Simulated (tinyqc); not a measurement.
# Sub-threshold conduction and electro-thermal threshold of an amorphous chalcogenide: the S-shaped curve

Trap-limited conduction: I = I0 exp(-Ea/kB T) sinh(q V dz/(2 ua kB T)), I0 = 2 q A Nt dz/ta. One lumped temperature T = T0 + Rt I V. The threshold is the largest V for which a steady state exists on the low-current branch.

For each T, V solves Rt I(V, T) V = T - T0.

Values chosen for this exercise; values of the order of Ge-Sb-Te and related chalcogenides:
```
symbol,value,unit,meaning
T0,300,K,ambient temperature
A,2900,nm^2,cross-section
ua,33,nm,amorphous thickness
dz,5.1,nm,distance between traps
Ea,0.27,eV,activation energy
Nt,7.5e18,cm^-3,trap density
ta,2e-14,s,attempt time
Rt,6.8,K/uW,thermal resistance
```

Constants: q = 1.602176634e-19 C, kB = 1.380649e-23 J/K. Results are converted to the units shown.

Results:
```
T (K)   V (V)  I (uA)  V/I (kohm)
303    0.9441  0.4673        2020
309     1.191   1.111        1072
321     1.358   2.274       597.1
361     1.485   6.041       245.8
381     1.492   7.982       186.9
422     1.475   12.16       121.3
479     1.427   18.45       77.35
560     1.350   28.32       47.68
665     1.264   42.47       29.76
827     1.173   66.08       17.75
```

Estimate the missing row, T = 341 K.

Computed row:
```
T (K)  V (V)  I (uA)  V/I (kohm)
341    1.453   4.149       350.3
```

With this row back in the table: V goes from 0.944 through a maximum of 1.49 (at T = 381 K among the rows listed) to 1.17 V, while I rises from 0.467 to 66.1 uA. The exact threshold is 1.492 V at 381.0 K; beyond it V falls as I rises, a negative differential resistance that a voltage source cannot hold. For T = 560, 665, 827 the layer would crystallise if held at such a temperature.

Range of the model: Purely electronic switching mechanisms, filaments and series resistance are left out.

Program tinyqc, `OMP_NUM_THREADS=1 python tinyqc.py 2490122 2490123 out.jsonl`; Intel Xeon 2.30GHz, shared host, one thread, about 0.01 s.
